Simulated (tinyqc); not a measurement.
Inside a calculation. Model: leakage through a gate insulator: direct, Fowler-Nordheim, trap-assisted and Poole-Frenkel currents. Computed by tinyqc, a small Python program that keeps every step. Command: `OMP_NUM_THREADS=1 python tinyqc.py 3007275 3007276 out.jsonl oxideleak walk`. One thread of a shared host (Intel(R) Xeon(R) Processor @ 2.30GHz), about 0.01 s of CPU time with the checks. Intermediate numbers are printed to about 7 digits and carried at full precision; extremes and crossings named in words are read from the listed rows.

Electrons enter from the cathode Fermi level at x = 0; the conduction band of the insulator lies phi_b - e F x above it, F = V/t. WKB exponents use a parabolic band with mass m.

Inputs (values chosen for the exercise, with an insulator like SiO2):
```
quantity,value,unit
thickness t,2.2,nm
barrier phi_b,3.12,eV
tunnelling mass m,0.4,m_0
static constant eps_ox,3.98,-
optical constant eps_opt,2.05,-
voltage across the insulator V,0.67,V
trap depth phi_t,2.4,eV
trap density N_t,1.6e+17,cm^-3
attempt rate nu_0,2e+12,1/s
activation of capture E_a,0.31,eV
temperature T,250,K
```

Constants: hbar^2/(2 m_0) = 3.80998212 eV angstrom^2; e = 1.602176634e-19 C; hbar = 1.054571817e-34 J s; k_B = 8.617333262e-05 eV/K; eps_0 = 8.8541878128e-12 F/m.

## Field and tunnelling without traps

For a level a distance phi(x) below the band, the WKB exponent is 2 int kappa dx with kappa = sqrt(m phi/(hbar^2/2m_0)); for a linear barrier from phi_1 down to phi_2 = max(phi_1 - e F d, 0) it is G = (4/3) sqrt(m/(hbar^2/2m_0)) (phi_1^(3/2) - phi_2^(3/2))/(e F). J_tun = e^3 F^2/(16 pi^2 hbar m phi_b) x exp(-G) / [1 - sqrt(phi_2/phi_b)]^2 with the free-electron mass in the cathode (m in m_0), phi_2 = max(phi_b - e V, 0): direct tunnelling for e V < phi_b, Fowler-Nordheim above. Image forces, back-flow and the limit on supply are left out, so J_tun is overstated below about 0.5 V. Equivalent oxide thickness = 3.9 t/eps_ox.

field F = 3.045455 MV/cm

equivalent oxide thickness = 2.155779 nm

WKB exponent G = 23.77777

tunnelling current J_tun = 0.04166481 A/cm^2

The barrier is a trapezoid: direct tunnelling.

## One trap at several depths

A trap at depth x lies phi_t below the band. Capture: tunnel at the cathode Fermi level from 0 to x (G_in from phi_1 = phi_b), rate nu_0 exp(-G_in - E_c/k_B T) with E_c = E_a + max(phi_b - phi_t - e F x, 0), the last term being the height of the trap above the cathode Fermi level. Emission: tunnel from the trap level to the anode (G_out from phi_1 = phi_t over t - x), rate nu_0 exp(-G_out - E_a/k_B T). Re-emission to the cathode follows from detailed balance, rate_back = rate_in exp(dE/k_B T) with dE = phi_b - phi_t - e F x. Each trap passes R = rate_in rate_out/(rate_in + rate_back + rate_out) electrons per second; filling from the anode is left out. Depths: t times 0.08, 0.2, 0.32, 0.44, 0.56, 0.68, 0.8 and 0.92, rounded to 0.01 nm.

Rates:
```
x (nm),G_in,G_out,E_c (eV),rate in (1/s),rate back (1/s),rate out (1/s),R (1/s)
0.18,2.05131,18.91822,0.9751818,5.641026e-09,1.448216e+05,6.848960e-03,2.667776e-16
0.44,4.98202,16.64247,0.8960000,1.187953e-08,7.727503e+03,6.667608e-02,1.025006e-13
0.70,7.87414,14.31786,0.8168182,2.600195e-08,4.285592e+02,6.816118e-01,4.128973e-11
0.97,10.83606,11.85320,0.7345909,6.113452e-08,2.216473e+01,8.015433e+00,1.623648e-08
1.23,13.64784,9.43203,0.6554091,1.450049e-07,1.332059e+00,9.024594e+01,1.428957e-07
1.50,16.52514,6.86907,0.5731818,3.710359e-07,7.497697e-02,1.170857e+03,3.710121e-07
1.76,19.25422,4.35505,0.4940000,9.559342e-07,4.894459e-03,1.446534e+04,9.559338e-07
2.02,21.94179,1.79672,0.4148182,2.567221e-06,3.330464e-04,1.868100e+05,2.567221e-06
```

The most effective of these traps sits at 2.02 nm, 92 % of the way; where rate back exceeds rate out, re-emission drains the trap, and elsewhere the slower forward step limits R.

## Trap-assisted current

J_TAT = e N_t int_0^t R dx by the midpoint rule on 400 intervals; the most effective depth is the midpoint with the largest R, rounded to 0.01 nm.

trap-assisted current J_TAT = 3.433983e-15 A/cm^2

most effective depth = 2.2 nm

## Poole-Frenkel bound

Poole-Frenkel emission over the lowered barrier of a charged trap: lowering sqrt(e F/(pi eps_opt eps_0)); J_PF = e N_t^(2/3) nu_0 exp(-(phi_t - lowering)/k_B T), one sheet of traps emitting with supply unlimited (an upper bound).

barrier lowering = 0.9250283 eV

Poole-Frenkel bound J_PF = 1.741940e-25 A/cm^2

Caution: the film is too thin for the Poole-Frenkel picture (the lowering is a large part of the whole drop, or the traps are further apart than the film is thick), so J_PF is only nominal.

## Total without and with traps

J = J_tun + J_TAT (the Poole-Frenkel bound is not added); the ratio J/J_tun is the excess that stress-made traps add.

total current J = 0.04166481 A/cm^2

J/J_tun = 1

## Against voltage

The formulas are those given above.

Currents:
```
V (V),F (MV/cm),J_tun (A/cm^2),J_TAT (A/cm^2),best depth (nm)
0.26,1.18182,0.018752,4.365451e-21,1.07
0.53,2.40909,0.031598,1.271325e-17,2.20
0.80,3.63636,0.054077,3.842252e-13,1.98
1.07,4.86364,0.094157,6.304713e-11,1.48
1.34,6.09091,0.167139,1.256538e-09,1.19
1.61,7.31818,0.303251,5.534606e-09,1.03
1.88,8.54545,0.564174,1.021499e-08,0.99
2.15,9.77273,1.080646,1.457722e-08,0.98
2.42,11.00000,2.142218,1.958409e-08,0.97
```

Tunnelling without traps rules in every row. Over the range J_tun grows by 2.1 decades and J_TAT by 12.7. The highest rows may lie beyond breakdown. Below about 0.5 V the formula for J_tun, which has no back-flow, overstates the current.

## Against thickness at fixed field

The formulas are those given above.

Currents:
```
t (nm),V (V),J_tun (A/cm^2),J_TAT (A/cm^2)
1.2,0.365455,5.127638e+03,8.938903e-17
1.6,0.487273,4.008667e+01,3.690589e-16
2.2,0.670000,4.166481e-02,3.433983e-15
3.0,0.913636,7.838949e-06,9.001898e-15
4.0,1.218182,3.826770e-10,8.223745e-15
5.5,1.675000,6.297121e-16,7.921558e-16
7.5,2.284091,2.806726e-22,2.633686e-19
10.0,3.045455,2.386640e-27,3.343797e-23
```

Between the first rows J_tun falls by 5.27 decades per nm. J_TAT overtakes J_tun between 4 and 5.5 nm. Below about 0.5 V the formula for J_tun, which has no back-flow, overstates the current.

Checks made by the program: the WKB exponent by quadrature (relative difference below 1e-10); the integral with twice the points (relative difference 1e-05).
